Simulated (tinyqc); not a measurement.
# Worked calculation: abrupt p-n junction, non-linear Poisson equation by Newton steps

Computed by the program tinyqc: `OMP_NUM_THREADS=1 python tinyqc.py 2000097 2000098 out.jsonl`, one thread of a shared Intel Xeon 2.30GHz, about 0.02 s for the whole run. Printed values are rounded; ~0 in a residual or rate marks an entry under 1e-11 of the largest of its column.

One dimension, p side on the left, n side on the right; net doping C = -Na for x < 0 and +Nd for x > 0. The potential psi is counted from the intrinsic level, and the quasi-Fermi potentials are flat: 0 for holes and -V for electrons, so n = ni exp((psi + V)/Vt) and p = ni exp(-psi/Vt) (Boltzmann statistics, full ionisation, no current).

Values chosen for this exercise; band and dielectric values close to those of gallium phosphide:
```
symbol,value,unit,meaning
T,325,K,temperature
Eg,2.22,eV,band gap
eps_r,11.2,,relative permittivity
Nc,1.98e19,cm^-3,conduction-band density of states at T
Nv,2.16e19,cm^-3,valence-band density of states at T
Na,2e18,cm^-3,acceptor density of the p side
Nd,5.6e17,cm^-3,donor density of the n side
V,0,V,bias of the p side against the n side
```

Constants: q = 1.602176634e-19 C, kB = 1.380649e-23 J/K, Vt = kB T/q, eps0 = 8.8541878128e-14 F/cm where lengths are in cm. Results are converted to the units shown.

## Intrinsic density, end potentials and Debye lengths

ni = sqrt(Nc Nv) exp(-Eg/(2 Vt)), Eg in volts; psi_p = -Vt ln(Na/ni), psi_n = Vt ln(Nd/ni) - V; Debye length sqrt(eps0 eps_r Vt/(q N)).

ni = 126.7006 cm^-3
psi_p = -1.044576 V
psi_n = 1.008925 V
Debye length, p side = 2.944024 nm
Debye length, n side = 5.563682 nm

## Net doping on the mesh

x, node 0 to 12 (nm): -45.6  -31.8  -20.4  -11  -3.2  3.2  11.3  21.4  34.2  50.3  70.6  96.1  128

C = -Na for x < 0 and +Nd for x > 0, taken at the nodes.

net doping C, node 0 to 12 (cm^-3): -2e18  -2e18  -2e18  -2e18  -2e18  5.6e17  5.6e17  5.6e17  5.6e17  5.6e17  5.6e17  5.6e17  5.6e17

## Couplings between neighbouring nodes

a_i = eps0 eps_r/h_i for the interval from node i to i + 1, with h_i = x_(i+1) - x_i in cm.

coupling a_i, interval 0 to 11 (F/cm^2): 7.186008e-7  8.698851e-7  1.054967e-6  1.271371e-6  1.549483e-6  1.224283e-6  9.818505e-7  7.747414e-7  6.159435e-7  4.885069e-7  3.888898e-7  3.108680e-7

## Starting potential

The parabolas of an abrupt Na-Nd junction in the depletion approximation: psi_p + q Na (x + xp)^2/(2 eps0 eps_r) for -xp < x < 0, psi_n - q Nd (xn - x)^2/(2 eps0 eps_r) for 0 < x < xn, flat outside, with W = sqrt(2 eps0 eps_r (psi_n - psi_p)(1/Na + 1/Nd)/q), xp = W Nd/(Na + Nd), xn = W Na/(Na + Nd), psi_p = -Vt ln(Na/ni), psi_n = Vt ln(Nd/ni) - V.

psi at the start, node 0 to 12 (V): -1.044576  -1.044576  -1.044576  -0.992555  -0.751243  -0.427591  -0.044299  0.350477  0.718185  0.970207  1.008925  1.008925  1.008925

## Iteration 1: densities, residual and Jacobian diagonal

n_i = ni exp((psi_i + V)/Vt), p_i = ni exp(-psi_i/Vt), rho_i = p_i - n_i + C_i, g_i = (n_i + p_i)/Vt. Box widths w_i = (h_(i-1) + h_i)/2 in cm. Residual F_i = a_i (psi_(i+1) - psi_i) - a_(i-1) (psi_i - psi_(i-1)) + q rho_i w_i; Jacobian: a_(i-1) and a_i beside the diagonal, b_i = -a_(i-1) - a_i - q g_i w_i on it. The two end nodes are fixed.

```
node	n (cm^-3)	p (cm^-3)
0	8.026518e-15	2e18
1	8.026518e-15	2e18
2	8.026518e-15	2e18
3	5.143046e-14	3.121309e17
4	2.839537e-10	5.653400e13
5	2.965680e-5	5.412935e8
6	26.05166	616.2002
7	3.448465e7	4.655125e-4
8	1.736553e13	9.244194e-10
9	1.405363e17	1.142270e-13
10	5.6e17	2.866614e-14
11	5.6e17	2.866614e-14
12	5.6e17	2.866614e-14
```

```
node	residual F (C/cm^2)	diagonal b (F/cm^2)
1	~0	-1.600481e-5
2	5.488065e-8	-1.382404e-5
3	1.934954e-8	-3.861977e-6
4	-3.280615e-8	-2.821083e-6
5	3.281258e-8	-2.773766e-6
6	~0	-2.206133e-6
7	-6.326066e-18	-1.756592e-6
8	-4.020373e-12	-1.390828e-6
9	-1.400304e-8	-2.567685e-6
10	-1.891398e-8	-8.213706e-6
11	~0	-9.894172e-6
```

## Iteration 1: Newton step

Solve the tridiagonal system a_(i-1) d_(i-1) + b_i d_i + a_i d_(i+1) = -F_i for nodes 1 to 11, with d = 0 on fixed nodes. Each component d is damped to sign(d) Vt ln(1 + |d|/Vt) before it is added.

Newton step d, before damping, node 1 to 11 (V): 0.00024660  0.00453711  0.00722875  0.00297412  0.02065591  0.01623295  0.01071791  0.00372854  -0.00505538  -0.00260825  -0.00010252
psi after iteration 1, node 0 to 12 (V): -1.044576  -1.044331  -1.040371  -0.986124  -0.748416  -0.412118  -0.031495  0.359552  0.721686  0.965560  1.006431  1.008823  1.008925

## Course of the Newton iteration

Stop when the largest undamped |d| is below 1e-9 V, or after 80 iterations.

Course of the iteration:
```
iteration	largest |F| (C/cm^2)	largest |d| (V)	at node
1	5.49e-8	0.0207	5
2	9.95e-9	5.64e-3	5
3	1.09e-9	5.19e-4	5
4	1.19e-11	4.78e-6	5
5	1.11e-15	4.09e-10	5
```

Converged in 5 iterations. Once the step is below 0.1 Vt, 2 more iteration(s) reach the threshold: near the solution the error is roughly squared each time.

## Converged densities, field and charge

converged psi, node 0 to 12 (V): -1.044576  -1.044306  -1.039628  -0.984614  -0.747687  -0.406460  -0.027726  0.361366  0.721872  0.964841  1.006182  1.008817  1.008925

n and p as above; field E_i = -(psi_(i+1) - psi_i)/h_i on each interval; charge on either side of the peak Q = eps0 eps_r |E|max (Gauss).

```
node	n (cm^-3)	p (cm^-3)
0	8.026518e-15	2e18
1	8.104301e-15	1.980804e18
2	9.577556e-15	1.676110e18
3	6.828968e-14	2.350726e17
4	3.223937e-10	4.979327e13
5	6.306655e-5	2.545412e8
6	47.07903	340.9806
7	5.087248e7	3.155544e-4
8	1.980839e13	8.104160e-10
9	1.160306e17	1.383518e-13
10	5.077495e17	3.161606e-14
11	5.578444e17	2.877691e-14
12	5.6e17	2.866614e-14
```

field E, interval 0 to 11 (kV/cm): -0.1957  -4.1034  -58.5254  -303.7527  -533.1674  -467.5726  -385.2397  -281.6451  -150.9124  -20.3651  -1.0334  -0.0339
peak |E| = 533.1674 kV/cm
charge Q = 528.7256 nC/cm^2

## Check against the exact first integral and the depletion approximation

ni = sqrt(Nc Nv) exp(-Eg/(2 Vt)), Eg in volts. Exact first integral for an abrupt junction with thick neutral sides: psi_p = -Vt ln(Na/ni), psi_n = Vt ln(Nd/ni) - V, psi_j = (Nd psi_n + Na psi_p - Vt (Nd - Na))/(Na + Nd) at the junction, n_j = ni exp((psi_j + V)/Vt), p_j = ni exp(-psi_j/Vt), and E_j^2 = (2 q/(eps0 eps_r)) [Nd (psi_n - psi_j - Vt) + Vt (n_j + p_j)] (minority densities of the neutral sides neglected). Depletion approximation: Vbi = Vt ln(Na Nd/ni^2), W = sqrt(2 eps0 eps_r (Vbi - V)(1/Na + 1/Nd)/q), xp = W Nd/(Na + Nd), xn = W Na/(Na + Nd), peak field 2 (Vbi - V)/W, capacitance eps0 eps_r/W.

psi_j = -0.5796192 V
exact field at the junction = 531.3956 kV/cm
Vbi = 2.053501 V
W = 76.22573 nm
peak field in the depletion approximation = 538.7947 kV/cm

The depletion approximation gives a peak field 1.4 % above the exact one, since it leaves out the Debye tails of the majority carriers at the edges of the depleted layer. The 13-node mesh above gave 533.2 kV/cm on the interval that holds the junction, 0.33 % above the exact value.
